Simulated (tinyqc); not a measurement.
Inside a calculation. Method: Hueckel theory of the pi electrons with the omega technique, for the molecule C=C1C=CC=CC(Cl)=N1 (SMILES; centres numbered as the heavy atoms are written). One step of it, computed by the program tinyqc.

Task: Orbitals, round 1. Diagonalise; E = alpha + x beta with beta < 0, so the largest x are filled first; degenerate levels share their electrons. P = sum n_i c_ri c_si; each orbital has its largest coefficient positive (the first on a tie).

Hueckel matrix in units of beta (H = alpha + beta A), order 1C, 2C, 3C, 4C, 5C, 6C, 7C, 8Cl, 9N:
```
[[0.000000, 1.000000, 0.000000, 0.000000, 0.000000, 0.000000, 0.000000, 0.000000, 0.000000],
 [1.000000, 0.000000, 1.000000, 0.000000, 0.000000, 0.000000, 0.000000, 0.000000, 1.000000],
 [0.000000, 1.000000, 0.000000, 1.000000, 0.000000, 0.000000, 0.000000, 0.000000, 0.000000],
 [0.000000, 0.000000, 1.000000, 0.000000, 1.000000, 0.000000, 0.000000, 0.000000, 0.000000],
 [0.000000, 0.000000, 0.000000, 1.000000, 0.000000, 1.000000, 0.000000, 0.000000, 0.000000],
 [0.000000, 0.000000, 0.000000, 0.000000, 1.000000, 0.000000, 1.000000, 0.000000, 0.000000],
 [0.000000, 0.000000, 0.000000, 0.000000, 0.000000, 1.000000, 0.000000, 0.400000, 1.000000],
 [0.000000, 0.000000, 0.000000, 0.000000, 0.000000, 0.000000, 0.400000, 2.000000, 0.000000],
 [0.000000, 1.000000, 0.000000, 0.000000, 0.000000, 0.000000, 1.000000, 0.000000, 0.500000]]
```

pi electrons, sum of z_r less the charge = 10

Give: x values; occupations; coefficients; charge and bond-order matrix P.

Result:

x values: [2.285, 1.996, 1.468, 1.272, 0.277, -0.331, -0.786, -1.775, -1.907]

occupations: [2.000, 2.000, 2.000, 2.000, 2.000, 0.000, 0.000, 0.000, 0.000]

coefficients, order 1C, 2C, 3C, 4C, 5C, 6C, 7C, 8Cl, 9N:
```
[[0.157, -0.182, -0.255, -0.153, 0.709, -0.091, 0.488, 0.107, -0.305],
 [0.360, -0.363, -0.375, -0.195, 0.196, 0.030, -0.384, -0.189, 0.581],
 [0.242, -0.294, 0.020, -0.466, -0.281, 0.531, -0.118, -0.067, -0.508],
 [0.192, -0.224, 0.405, -0.398, -0.274, -0.206, 0.476, 0.309, 0.388],
 [0.198, -0.153, 0.574, -0.040, 0.205, -0.463, -0.256, -0.480, -0.231],
 [0.260, -0.081, 0.438, 0.347, 0.331, 0.359, -0.275, 0.544, 0.053],
 [0.396, -0.009, 0.069, 0.482, -0.113, 0.343, 0.472, -0.485, 0.130],
 [0.555, 0.780, -0.052, -0.265, 0.026, -0.059, -0.068, 0.051, -0.013],
 [0.423, -0.248, -0.316, 0.372, -0.373, -0.450, -0.069, 0.297, -0.295]]
```

charge and bond-order matrix P, order 1C, 2C, 3C, 4C, 5C, 6C, 7C, 8Cl, 9N:
```
[[1.298, 0.775, -0.083, -0.332, 0.127, 0.250, -0.216, 0.036, -0.258],
 [0.775, 0.956, 0.443, 0.044, -0.082, -0.088, 0.007, -0.014, 0.430],
 [-0.083, 0.443, 0.883, 0.767, 0.131, -0.319, -0.186, 0.040, 0.201],
 [-0.332, 0.044, 0.767, 0.970, 0.529, 0.033, -0.109, 0.019, -0.074],
 [0.127, -0.082, 0.131, 0.529, 0.872, 0.739, 0.153, -0.046, -0.303],
 [0.250, -0.088, -0.319, 0.033, 0.739, 0.993, 0.527, -0.049, -0.006],
 [-0.216, 0.007, -0.186, -0.109, 0.153, 0.527, 0.813, 0.158, 0.738],
 [0.036, -0.014, 0.040, 0.019, -0.046, -0.049, 0.158, 1.978, -0.101],
 [-0.258, 0.430, 0.201, -0.074, -0.303, -0.006, 0.738, -0.101, 1.236]]
```
